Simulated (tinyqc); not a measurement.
# Time-domain thermoreflectance: layered heat flow under a modulated pulse train, and what the signal ratio measures, step by step

A worked calculation. Computed by tinyqc, a small Python program that keeps every step. Command: `OMP_NUM_THREADS=1 python tinyqc.py 3112293 3112294 out.jsonl tdtr walk`. One thread of a shared host (Intel(R) Xeon(R) Processor @ 2.30GHz), about 0.1 s of CPU time with the checks. Intermediate numbers are printed to about 6 digits and carried at full precision; extremes and crossings named in words are read from the listed rows.

Pulses repeat at 80 MHz; heat is laid down at the surface, all layers are isotropic.

Inputs (values chosen for the exercise, modelled on aluminium on silicon):
```
quantity                                value        unit
metal thickness d                         100          nm
metal conductivity                        190     W/(m K)
metal heat capacity                      2.42  MJ/(m^3 K)
boundary conductance G under the metal     68  MW/(m^2 K)
substrate conductivity kappa              144     W/(m K)
substrate heat capacity C                1.63  MJ/(m^3 K)
modulation frequency f                    9.8         MHz
spot radius w (1/e^2, pump and probe)      20  micrometre
delay t                                   290          ps
```

Stack: metal, substrate.

## Length and time scales

Penetration depth sqrt(kappa/(pi f C)); effusivity sqrt(kappa C); cooling time of the metal d C_m/G; Kapitza length kappa/G.

penetration depth = 1.69395 micrometre

effusivity = 15320.6 W s^(1/2)/(m^2 K)

cooling time of the metal = 3558.82 ps

Kapitza length = 2117.65 nm

depth over spot radius = 0.0846973

## Impedance at k = 0 and the modulation frequency

For radial wave number k and angular frequency W each layer has u = sqrt(4 pi^2 k^2 + i W C/kappa) and gamma = kappa u. Surface impedance from below: Z = 1/gamma for the substrate; a layer of thickness L maps Z to (Z + tanh(u L)/gamma)/(1 + gamma Z tanh(u L)); a boundary adds 1/G. Take k = 0 and W = 2 pi f.

Z of the substrate = 5.88176-5.88176i m^2 K/GW

Z at the surface = 16.5622-10.0696i m^2 K/GW

## Response at the modulation frequency

Response per absorbed watt H(W) = 2 pi int_0^(2/w) Z(k, W) exp(-pi^2 k^2 w^2) k dk by 20 Gauss-Legendre points.

H(2 pi f) = 0.0131903-0.0079547i K/mW

phase of H(2 pi f) = -31.0930 degrees

## Signal at one delay

Signal: X + iY = sum_(m = -M..M) H(2 pi (f + m f_r)) exp(i 2 pi m f_r t) exp(-pi (m/M)^2 x 4), f_r = 80 MHz, M = 4000, with H(-W) the complex conjugate of H(W); V_in = X, V_out = Y, ratio = -V_in/V_out.

V_in = 0.0395789 K/mW

V_out = -0.00680317 K/mW

ratio -V_in/V_out = 5.81771

## Ratio and sensitivities against delay

Sensitivity S = ln(ratio'/ratio)/ln(1.01) for a rise of one input by 1 %.

Ratio and sensitivities:
```
t (ps)    ratio  S to kappa     S to G    S to d    S to C      S to w
100     6.48413    0.379353   0.509832  -1.25045  0.374467  -0.0184495
200     6.11347    0.366682   0.464988  -1.19368  0.361845  -0.0178086
400     5.49193    0.344763   0.388507  -1.07376  0.339991  -0.0167269
800     4.55327    0.311305   0.270947  -0.88915  0.306566  -0.0151494
1500    3.47597    0.273068   0.129209  -0.66979  0.268178  -0.0135191
2500    2.55109    0.241445  -0.005761  -0.46945  0.236048  -0.0125047
4000    1.75295    0.217225  -0.147051  -0.27623  0.210571  -0.0124889
```

The largest sensitivity in size at 100 ps is to d (-1.25). The sensitivity to G changes sign between 1500 and 2500 ps, which helps to separate G from inputs whose sensitivity keeps its sign. kappa and C enter almost alike, through the effusivity. At 400 ps an error of 3 % in d passes on as 9 % in kappa.

Checks made by the program: steady rise of a bare substrate, 1/(2 sqrt(pi) w kappa), from the same quadrature (relative difference below 1e-10).
